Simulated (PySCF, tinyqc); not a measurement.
MP2 on RHF in the 6-31g basis, for H4, spin multiplicity 1, step by step (part 1 of 2). The lowest restricted solution is unstable here: a spin-polarised one lies 0.0294 hartree lower (PySCF). Computed by tinyqc, a small Python program that keeps every step (integrals from PySCF). Settings: charge = 0, multiplicity = 1, basis = 6-31g, method = RHF, energy threshold = 1e-10, iteration cap = 57, orthogonalisation = canonical, start = core, DIIS depth = 6. Command: `OMP_NUM_THREADS=1 python tinyqc.py 25062 25063 out.jsonl` (the two numbers bound the seeds that draw the settings). One thread of a shared host (Intel(R) Xeon(R) Processor @ 2.60GHz), about 0.07 s of CPU time with the checks. The early iterations of the SCF are left out here.

## One-electron integrals

Geometry (angstrom):
```
atom         x         y         z
H     0.000000  0.000000  0.000000
H     0.000000  0.000000  1.030000
H     0.000000  0.911000  0.000000
H     0.000000  0.911000  1.030000
```

Basis 6-31g: exponents (1/bohr^2) and contraction coefficients of normalised primitives:
```
element  l (shell)   exponent  coefficient
H            s (1)  18.731137     0.033495
H            s (1)   2.825394     0.234727
H            s (1)   0.640122     0.813757
H            s (2)   0.161278     1.000000
```

Overlap, kinetic and nuclear-attraction integrals over the contracted functions; the nuclear repulsion is the sum of Za Zb / Rab.

nuclear repulsion = 2.95895117 hartree

overlap S, lower triangle:
```
          1H 1s     1H 2s     2H 1s     2H 2s     3H 1s     3H 2s     4H 1s     4H 2s
1H 1s  1.000000
1H 2s  0.658292  1.000000
2H 1s  0.234506  0.400128  1.000000
2H 2s  0.400128  0.736752  0.658292  1.000000
3H 1s  0.314796  0.445908  0.084166  0.271200  1.000000
3H 2s  0.445908  0.787423  0.271200  0.580136  0.658292  1.000000
4H 1s  0.084166  0.271200  0.314796  0.445908  0.234506  0.400128  1.000000
4H 2s  0.271200  0.580136  0.445908  0.787423  0.400128  0.736752  0.658292  1.000000
```

kinetic energy T (hartree), lower triangle:
```
           1H 1s     1H 2s      2H 1s     2H 2s     3H 1s     3H 2s     4H 1s     4H 2s
1H 1s   1.395678
1H 2s   0.259735  0.241917
2H 1s   0.014186  0.105184   1.395678
2H 2s   0.105184  0.141932   0.259735  0.241917
3H 1s   0.080521  0.129967  -0.049234  0.043523  1.395678
3H 2s   0.129967  0.160141   0.043523  0.089400  0.259735  0.241917
4H 1s  -0.049234  0.043523   0.080521  0.129967  0.014186  0.105184  1.395678
4H 2s   0.043523  0.089400   0.129967  0.160141  0.105184  0.141932  0.259735  0.241917
```

nuclear attraction V (hartree), lower triangle:
```
           1H 1s      1H 2s      2H 1s      2H 2s      3H 1s      3H 2s      4H 1s      4H 2s
1H 1s  -3.129811
1H 2s  -1.701946  -1.948663
2H 1s  -0.688009  -1.066673  -3.129811
2H 2s  -1.066673  -1.517845  -1.701946  -1.948663
3H 1s  -0.946539  -1.190255  -0.253589  -0.747726  -3.129811
3H 2s  -1.190255  -1.609607  -0.747726  -1.256142  -1.701946  -1.948663
4H 1s  -0.253589  -0.747726  -0.946539  -1.190255  -0.688009  -1.066673  -3.129811
4H 2s  -0.747726  -1.256142  -1.190255  -1.609607  -1.066673  -1.517845  -1.701946  -1.948663
```

core Hamiltonian H = T + V (hartree), lower triangle:
```
           1H 1s      1H 2s      2H 1s      2H 2s      3H 1s      3H 2s      4H 1s      4H 2s
1H 1s  -1.734133
1H 2s  -1.442211  -1.706746
2H 1s  -0.673823  -0.961489  -1.734133
2H 2s  -0.961489  -1.375912  -1.442211  -1.706746
3H 1s  -0.866018  -1.060288  -0.302823  -0.704203  -1.734133
3H 2s  -1.060288  -1.449466  -0.704203  -1.166742  -1.442211  -1.706746
4H 1s  -0.302823  -0.704203  -0.866018  -1.060288  -0.673823  -0.961489  -1.734133
4H 2s  -0.704203  -1.166742  -1.060288  -1.449466  -0.961489  -1.375912  -1.442211  -1.706746
```

## Two-electron integrals

Functions are numbered as in S; the eight-fold symmetry (ij|kl) = (ji|kl) = (kl|ij) leaves the list below.

Two-electron integrals (ij|kl) in chemists' order, unique and non-zero (hartree):
```
(11|11) 1.076566   (21|11) 0.578470   (21|21) 0.329423   (22|11) 0.587396
(22|21) 0.361304   (22|22) 0.453150   (31|11) 0.187853   (31|21) 0.109809
(31|22) 0.124830   (31|31) 0.051064   (32|11) 0.228549   (32|21) 0.142704
(32|22) 0.182316   (32|31) 0.072519   (32|32) 0.120607   (33|11) 0.505922
(33|21) 0.324865   (33|22) 0.435467   (33|31) 0.187853   (33|32) 0.341703
(33|33) 1.076566   (41|11) 0.341703   (41|21) 0.195876   (41|22) 0.217084
(41|31) 0.072519   (41|32) 0.097049   (41|33) 0.228549   (41|41) 0.120607
(42|11) 0.398316   (42|21) 0.247501   (42|22) 0.317612   (42|31) 0.099461
(42|32) 0.156708   (42|33) 0.398316   (42|41) 0.156708   (42|42) 0.245972
(43|11) 0.324865   (43|21) 0.207101   (43|22) 0.276925   (43|31) 0.109809
(43|32) 0.195876   (43|33) 0.578470   (43|41) 0.142704   (43|42) 0.247501
(43|43) 0.329423   (44|11) 0.435467   (44|21) 0.276925   (44|22) 0.375579
(44|31) 0.124830   (44|32) 0.217084   (44|33) 0.587396   (44|41) 0.182316
(44|42) 0.317612   (44|43) 0.361304   (44|44) 0.453150   (51|11) 0.264469
(51|21) 0.152860   (51|22) 0.170720   (51|31) 0.049839   (51|32) 0.065140
(51|33) 0.145950   (51|41) 0.090764   (51|42) 0.116522   (51|43) 0.094330
(51|44) 0.129485   (51|51) 0.093373   (52|11) 0.274224   (52|21) 0.169211
(52|22) 0.210952   (52|31) 0.056194   (52|32) 0.079888   (52|33) 0.183551
(52|41) 0.101199   (52|42) 0.145835   (52|43) 0.119020   (52|44) 0.167176
(52|51) 0.110689   (52|52) 0.150066   (53|11) 0.056806   (53|21) 0.034676
(53|22) 0.042013   (53|31) 0.015475   (53|32) 0.022995   (53|33) 0.058129
(53|41) 0.022774   (53|42) 0.033393   (53|43) 0.035124   (53|44) 0.042134
(53|51) 0.020093   (53|52) 0.025199   (53|53) 0.006398   (54|11) 0.163664
(54|21) 0.101300   (54|22) 0.127069   (54|31) 0.036506   (54|32) 0.053226
(54|33) 0.124924   (54|41) 0.062346   (54|42) 0.092060   (54|43) 0.080145
(54|44) 0.109244   (54|51) 0.065690   (54|52) 0.089305   (54|53) 0.016612
(54|54) 0.055054   (55|11) 0.563314   (55|21) 0.356727   (55|22) 0.461521
(55|31) 0.116284   (55|32) 0.168475   (55|33) 0.384226   (55|41) 0.213275
(55|42) 0.318175   (55|43) 0.251644   (55|44) 0.363171   (55|51) 0.264469
(55|52) 0.383163   (55|53) 0.058129   (55|54) 0.226539   (55|55) 1.076566
(61|11) 0.383163   (61|21) 0.219331   (61|22) 0.242532   (61|31) 0.073083
(61|32) 0.095533   (61|33) 0.217571   (61|41) 0.130462   (61|42) 0.166237
(61|43) 0.138874   (61|44) 0.186289   (61|51) 0.110689   (61|52) 0.125754
(61|53) 0.024960   (61|54) 0.075159   (61|55) 0.274224   (61|61) 0.150066
(62|11) 0.433256   (62|21) 0.268647   (62|22) 0.343104   (62|31) 0.092648
(62|32) 0.136789   (62|33) 0.326431   (62|41) 0.161508   (62|42) 0.240860
(62|43) 0.208524   (62|44) 0.286084   (62|51) 0.143040   (62|52) 0.187918
(62|53) 0.035107   (62|54) 0.113027   (62|55) 0.433256   (62|61) 0.187918
(62|62) 0.280969   (63|11) 0.152843   (63|21) 0.095625   (63|22) 0.122686
(63|31) 0.048242   (63|32) 0.080368   (63|33) 0.226539   (63|41) 0.064932
(63|42) 0.105304   (63|43) 0.130513   (63|44) 0.145809   (63|51) 0.046388
(63|52) 0.058122   (63|53) 0.016612   (63|54) 0.039019   (63|55) 0.124924
(63|61) 0.065386   (63|62) 0.095397   (63|63) 0.055054   (64|11) 0.295102
(64|21) 0.184661   (64|22) 0.240860   (64|31) 0.073526   (64|32) 0.116716
(64|33) 0.295102   (64|41) 0.116716   (64|42) 0.186238   (64|43) 0.184661
(64|44) 0.240860   (64|51) 0.097237   (64|52) 0.128944   (64|53) 0.027973
(64|54) 0.081683   (64|55) 0.295102   (64|61) 0.128944   (64|62) 0.196930
(64|63) 0.081683   (64|64) 0.152511   (65|11) 0.356727   (65|21) 0.224640
(65|22) 0.291823   (65|31) 0.074605   (65|32) 0.109039   (65|33) 0.251644
(65|41) 0.134595   (65|42) 0.202494   (65|43) 0.164026   (65|44) 0.234453
(65|51) 0.152860   (65|52) 0.219331   (65|53) 0.035124   (65|54) 0.130513
(65|55) 0.578470   (65|61) 0.169211   (65|62) 0.268647   (65|63) 0.080145
(65|64) 0.184661   (65|65) 0.329423   (66|11) 0.461521   (66|21) 0.291823
(66|22) 0.390228   (66|31) 0.100314   (66|32) 0.152284   (66|33) 0.363171
(66|41) 0.175724   (66|42) 0.275176   (66|43) 0.234453   (66|44) 0.330960
(66|51) 0.170720   (66|52) 0.242532   (66|53) 0.042134   (66|54) 0.145809
(66|55) 0.587396   (66|61) 0.210952   (66|62) 0.343104   (66|63) 0.109244
(66|64) 0.240860   (66|65) 0.361304   (66|66) 0.453150   (71|11) 0.058129
(71|21) 0.035124   (71|22) 0.042134   (71|31) 0.015475   (71|32) 0.022774
(71|33) 0.056806   (71|41) 0.022995   (71|42) 0.033393   (71|43) 0.034676
(71|44) 0.042013   (71|51) 0.020093   (71|52) 0.024960   (71|53) 0.006384
(71|54) 0.016492   (71|55) 0.056806   (71|61) 0.025199   (71|62) 0.035107
(71|63) 0.016492   (71|64) 0.027973   (71|65) 0.034676   (71|66) 0.042013
(71|71) 0.006398   (72|11) 0.124924   (72|21) 0.080145   (72|22) 0.109244
(72|31) 0.036506   (72|32) 0.062346   (72|33) 0.163664   (72|41) 0.053226
(72|42) 0.092060   (72|43) 0.101300   (72|44) 0.127069   (72|51) 0.046388
(72|52) 0.065386   (72|53) 0.016492   (72|54) 0.044499   (72|55) 0.152843
(72|61) 0.058122   (72|62) 0.095397   (72|63) 0.046364   (72|64) 0.081683
(72|65) 0.095625   (72|66) 0.122686   (72|71) 0.016612   (72|72) 0.055054
(73|11) 0.145950   (73|21) 0.094330   (73|22) 0.129485   (73|31) 0.049839
(73|32) 0.090764   (73|33) 0.264469   (73|41) 0.065140   (73|42) 0.116522
(73|43) 0.152860   (73|44) 0.170720   (73|51) 0.049207   (73|52) 0.066518
(73|53) 0.020093   (73|54) 0.046388   (73|55) 0.145950   (73|61) 0.066518
(73|62) 0.106900   (73|63) 0.065690   (73|64) 0.097237   (73|65) 0.094330
(73|66) 0.129485   (73|71) 0.020093   (73|72) 0.065690   (73|73) 0.093373
(74|11) 0.183551   (74|21) 0.119020   (74|22) 0.167176   (74|31) 0.056194
(74|32) 0.101199   (74|33) 0.274224   (74|41) 0.079888   (74|42) 0.145835
(74|43) 0.169211   (74|44) 0.210952   (74|51) 0.066518   (74|52) 0.094817
(74|53) 0.024960   (74|54) 0.065386   (74|55) 0.217571   (74|61) 0.085587
(74|62) 0.144907   (74|63) 0.075159   (74|64) 0.128944   (74|65) 0.138874
(74|66) 0.186289   (74|71) 0.025199   (74|72) 0.089305   (74|73) 0.110689
(74|74) 0.150066   (75|11) 0.116284   (75|21) 0.074605   (75|22) 0.100314
(75|31) 0.030099   (75|32) 0.047960   (75|33) 0.116284   (75|41) 0.047960
(75|42) 0.078745   (75|43) 0.074605   (75|44) 0.100314   (75|51) 0.049839
(75|52) 0.073083   (75|53) 0.015475   (75|54) 0.048242   (75|55) 0.187853
(75|61) 0.056194   (75|62) 0.092648   (75|63) 0.036506   (75|64) 0.073526
(75|65) 0.109809   (75|66) 0.124830   (75|71) 0.015475   (75|72) 0.048242
(75|73) 0.049839   (75|74) 0.073083   (75|75) 0.051064   (76|11) 0.168475
(76|21) 0.109039   (76|22) 0.152284   (76|31) 0.047960   (76|32) 0.082709
(76|33) 0.213275   (76|41) 0.071782   (76|42) 0.127358   (76|43) 0.134595
(76|44) 0.175724   (76|51) 0.065140   (76|52) 0.095533   (76|53) 0.022774
(76|54) 0.064932   (76|55) 0.228549   (76|61) 0.079888   (76|62) 0.136789
(76|63) 0.062346   (76|64) 0.116716   (76|65) 0.142704   (76|66) 0.182316
(76|71) 0.022995   (76|72) 0.080368   (76|73) 0.090764   (76|74) 0.130462
(76|75) 0.072519   (76|76) 0.120607   (77|11) 0.384226   (77|21) 0.251644
(77|22) 0.363171   (77|31) 0.116284   (77|32) 0.213275   (77|33) 0.563314
(77|41) 0.168475   (77|42) 0.318175   (77|43) 0.356727   (77|44) 0.461521
(77|51) 0.145950   (77|52) 0.217571   (77|53) 0.056806   (77|54) 0.152843
(77|55) 0.505922   (77|61) 0.183551   (77|62) 0.326431   (77|63) 0.163664
(77|64) 0.295102   (77|65) 0.324865   (77|66) 0.435467   (77|71) 0.058129
(77|72) 0.226539   (77|73) 0.264469   (77|74) 0.383163   (77|75) 0.187853
(77|76) 0.341703   (77|77) 1.076566   (81|11) 0.226539   (81|21) 0.130513
(81|22) 0.145809   (81|31) 0.048242   (81|32) 0.064932   (81|33) 0.152843
(81|41) 0.080368   (81|42) 0.105304   (81|43) 0.095625   (81|44) 0.122686
(81|51) 0.065690   (81|52) 0.075159   (81|53) 0.016492   (81|54) 0.046364
(81|55) 0.163664   (81|61) 0.089305   (81|62) 0.113027   (81|63) 0.044499
(81|64) 0.081683   (81|65) 0.101300   (81|66) 0.127069   (81|71) 0.016612
(81|72) 0.039019   (81|73) 0.046388   (81|74) 0.058122   (81|75) 0.036506
(81|76) 0.053226   (81|77) 0.124924   (81|81) 0.055054   (82|11) 0.295102
(82|21) 0.184661   (82|22) 0.240860   (82|31) 0.073526   (82|32) 0.116716
(82|33) 0.295102   (82|41) 0.116716   (82|42) 0.186238   (82|43) 0.184661
(82|44) 0.240860   (82|51) 0.097237   (82|52) 0.128944   (82|53) 0.027973
(82|54) 0.081683   (82|55) 0.295102   (82|61) 0.128944   (82|62) 0.196930
(82|63) 0.081683   (82|64) 0.152511   (82|65) 0.184661   (82|66) 0.240860
(82|71) 0.027973   (82|72) 0.081683   (82|73) 0.097237   (82|74) 0.128944
(82|75) 0.073526   (82|76) 0.116716   (82|77) 0.295102   (82|81) 0.081683
(82|82) 0.152511   (83|11) 0.217571   (83|21) 0.138874   (83|22) 0.186289
(83|31) 0.073083   (83|32) 0.130462   (83|33) 0.383163   (83|41) 0.095533
(83|42) 0.166237   (83|43) 0.219331   (83|44) 0.242532   (83|51) 0.066518
(83|52) 0.085587   (83|53) 0.025199   (83|54) 0.058122   (83|55) 0.183551
(83|61) 0.094817   (83|62) 0.144907   (83|63) 0.089305   (83|64) 0.128944
(83|65) 0.119020   (83|66) 0.167176   (83|71) 0.024960   (83|72) 0.075159
(83|73) 0.110689   (83|74) 0.125754   (83|75) 0.056194   (83|76) 0.101199
(83|77) 0.274224   (83|81) 0.065386   (83|82) 0.128944   (83|83) 0.150066
(84|11) 0.326431   (84|21) 0.208524   (84|22) 0.286084   (84|31) 0.092648
(84|32) 0.161508   (84|33) 0.433256   (84|41) 0.136789   (84|42) 0.240860
(84|43) 0.268647   (84|44) 0.343104   (84|51) 0.106900   (84|52) 0.144907
(84|53) 0.035107   (84|54) 0.095397   (84|55) 0.326431   (84|61) 0.144907
(84|62) 0.232872   (84|63) 0.113027   (84|64) 0.196930   (84|65) 0.208524
(84|66) 0.286084   (84|71) 0.035107   (84|72) 0.113027   (84|73) 0.143040
(84|74) 0.187918   (84|75) 0.092648   (84|76) 0.161508   (84|77) 0.433256
(84|81) 0.095397   (84|82) 0.196930   (84|83) 0.187918   (84|84) 0.280969
(85|11) 0.213275   (85|21) 0.134595   (85|22) 0.175724   (85|31) 0.047960
(85|32) 0.071782   (85|33) 0.168475   (85|41) 0.082709   (85|42) 0.127358
(85|43) 0.109039   (85|44) 0.152284   (85|51) 0.090764   (85|52) 0.130462
(85|53) 0.022995   (85|54) 0.080368   (85|55) 0.341703   (85|61) 0.101199
(85|62) 0.161508   (85|63) 0.053226   (85|64) 0.116716   (85|65) 0.195876
(85|66) 0.217084   (85|71) 0.022774   (85|72) 0.064932   (85|73) 0.065140
(85|74) 0.095533   (85|75) 0.072519   (85|76) 0.097049   (85|77) 0.228549
(85|81) 0.062346   (85|82) 0.116716   (85|83) 0.079888   (85|84) 0.136789
(85|85) 0.120607   (86|11) 0.318175   (86|21) 0.202494   (86|22) 0.275176
(86|31) 0.078745   (86|32) 0.127358   (86|33) 0.318175   (86|41) 0.127358
(86|42) 0.211817   (86|43) 0.202494   (86|44) 0.275176   (86|51) 0.116522
(86|52) 0.166237   (86|53) 0.033393   (86|54) 0.105304   (86|55) 0.398316
(86|61) 0.145835   (86|62) 0.240860   (86|63) 0.092060   (86|64) 0.186238
(86|65) 0.247501   (86|66) 0.317612   (86|71) 0.033393   (86|72) 0.105304
(86|73) 0.116522   (86|74) 0.166237   (86|75) 0.099461   (86|76) 0.156708
(86|77) 0.398316   (86|81) 0.092060   (86|82) 0.186238   (86|83) 0.145835
(86|84) 0.240860   (86|85) 0.156708   (86|86) 0.245972   (87|11) 0.251644
(87|21) 0.164026   (87|22) 0.234453   (87|31) 0.074605   (87|32) 0.134595
(87|33) 0.356727   (87|41) 0.109039   (87|42) 0.202494   (87|43) 0.224640
(87|44) 0.291823   (87|51) 0.094330   (87|52) 0.138874   (87|53) 0.034676
(87|54) 0.095625   (87|55) 0.324865   (87|61) 0.119020   (87|62) 0.208524
(87|63) 0.101300   (87|64) 0.184661   (87|65) 0.207101   (87|66) 0.276925
(87|71) 0.035124   (87|72) 0.130513   (87|73) 0.152860   (87|74) 0.219331
(87|75) 0.109809   (87|76) 0.195876   (87|77) 0.578470   (87|81) 0.080145
(87|82) 0.184661   (87|83) 0.169211   (87|84) 0.268647   (87|85) 0.142704
(87|86) 0.247501   (87|87) 0.329423   (88|11) 0.363171   (88|21) 0.234453
(88|22) 0.330960   (88|31) 0.100314   (88|32) 0.175724   (88|33) 0.461521
(88|41) 0.152284   (88|42) 0.275176   (88|43) 0.291823   (88|44) 0.390228
(88|51) 0.129485   (88|52) 0.186289   (88|53) 0.042013   (88|54) 0.122686
(88|55) 0.435467   (88|61) 0.167176   (88|62) 0.286084   (88|63) 0.127069
(88|64) 0.240860   (88|65) 0.276925   (88|66) 0.375579   (88|71) 0.042134
(88|72) 0.145809   (88|73) 0.170720   (88|74) 0.242532   (88|75) 0.124830
(88|76) 0.217084   (88|77) 0.587396   (88|81) 0.109244   (88|82) 0.240860
(88|83) 0.210952   (88|84) 0.343104   (88|85) 0.182316   (88|86) 0.317612
(88|87) 0.361304   (88|88) 0.453150
```

## Orthogonalisation

S = U s U^T; canonical form X = U s^(-1/2), so that X^T S X = 1. Each column of U has its largest component positive (the first on a tie).

eigenvalues of S: 0.041834  0.189011  0.226932  0.447082  0.548991  1.015727  1.239727  4.290697

X:
```
               1          2          3          4          5          6          7         8
1H 1s  -0.407996  -0.536915  -0.514758   0.621757   0.665355   0.438731   0.391348  0.134106
1H 2s   2.410306   1.017054   0.914700  -0.415451   0.112626   0.231611   0.220236  0.200701
2H 1s   0.407996  -0.536915   0.514758   0.621757  -0.665355   0.438731  -0.391348  0.134106
2H 2s  -2.410306   1.017054  -0.914700  -0.415451  -0.112626   0.231611  -0.220236  0.200701
3H 1s   0.407996   0.536915  -0.514758   0.621757  -0.665355  -0.438731   0.391348  0.134106
3H 2s  -2.410306  -1.017054   0.914700  -0.415451  -0.112626  -0.231611   0.220236  0.200701
4H 1s  -0.407996   0.536915   0.514758   0.621757   0.665355  -0.438731  -0.391348  0.134106
4H 2s   2.410306  -1.017054  -0.914700  -0.415451   0.112626  -0.231611  -0.220236  0.200701
```

## Iteration 9 (converged): orbitals

converged F (hartree), lower triangle:
```
           1H 1s      1H 2s      2H 1s      2H 2s      3H 1s      3H 2s      4H 1s      4H 2s
1H 1s  -0.056370
1H 2s  -0.534456  -0.463595
2H 1s  -0.308836  -0.392190  -0.056370
2H 2s  -0.392190  -0.431857  -0.534456  -0.463595
3H 1s  -0.510034  -0.510414  -0.223781  -0.357026  -0.056370
3H 2s  -0.510414  -0.493170  -0.357026  -0.440613  -0.534456  -0.463595
4H 1s  -0.223781  -0.357026  -0.510034  -0.510414  -0.308836  -0.392190  -0.056370
4H 2s  -0.357026  -0.440613  -0.510414  -0.493170  -0.392190  -0.431857  -0.534456  -0.463595
```

Diagonalise F' = X^T F X, C = X C', fill 2 alpha and 2 beta electrons from the bottom; D = 2 C_occ C_occ^T. Each column has its largest component positive (the first on a tie).

F' = X^T F X (hartree), lower triangle:
```
           1          2          3          4         5         6          7          8
1   0.755020
2   0.000000   0.842283
3   0.000000   0.000000   0.795743
4   0.000000   0.000000   0.000000   0.745089
5  -0.493058   0.000000   0.000000   0.000000  0.961681
6   0.000000  -0.387426   0.000000   0.000000  0.000000  0.243903
7   0.000000   0.000000  -0.329965   0.000000  0.000000  0.000000  -0.240910
8   0.000000   0.000000   0.000000  -0.252146  0.000000  0.000000   0.000000  -0.760103
```

orbital energies (hartree): MO1 -0.801219, MO2 -0.337026, MO3 0.053590, MO4 0.354582, MO5 0.786205, MO6 0.891859, MO7 1.032597, MO8 1.362120

coefficients C:
```
            MO1        MO2        MO3        MO4        MO5        MO6        MO7        MO8
1H 1s  0.232422   0.231771   0.157059   0.102754   0.592070  -0.603665  -0.675348  -0.773692
1H 2s  0.131224   0.467260   0.656305   1.941993  -0.442336   0.816608   0.810744   1.432105
2H 1s  0.232422  -0.231771   0.157059  -0.102754   0.592070   0.603665  -0.675348   0.773692
2H 2s  0.131224  -0.467260   0.656305  -1.941993  -0.442336  -0.816608   0.810744  -1.432105
3H 1s  0.232422   0.231771  -0.157059  -0.102754   0.592070  -0.603665   0.675348   0.773692
3H 2s  0.131224   0.467260  -0.656305  -1.941993  -0.442336   0.816608  -0.810744  -1.432105
4H 1s  0.232422  -0.231771  -0.157059   0.102754   0.592070   0.603665   0.675348  -0.773692
4H 2s  0.131224  -0.467260  -0.656305   1.941993  -0.442336  -0.816608  -0.810744   1.432105
```

D after iteration 9, lower triangle:
```
           1H 1s      1H 2s      2H 1s      2H 2s      3H 1s      3H 2s     4H 1s     4H 2s
1H 1s   0.215476
1H 2s   0.277593   0.471102
2H 1s   0.000605  -0.155596   0.215476
2H 2s  -0.155596  -0.402224   0.277593   0.471102
3H 1s   0.215476   0.277593   0.000605  -0.155596   0.215476
3H 2s   0.277593   0.471102  -0.155596  -0.402224   0.277593   0.471102
4H 1s   0.000605  -0.155596   0.215476   0.277593   0.000605  -0.155596  0.215476
4H 2s  -0.155596  -0.402224   0.277593   0.471102  -0.155596  -0.402224  0.277593  0.471102
```
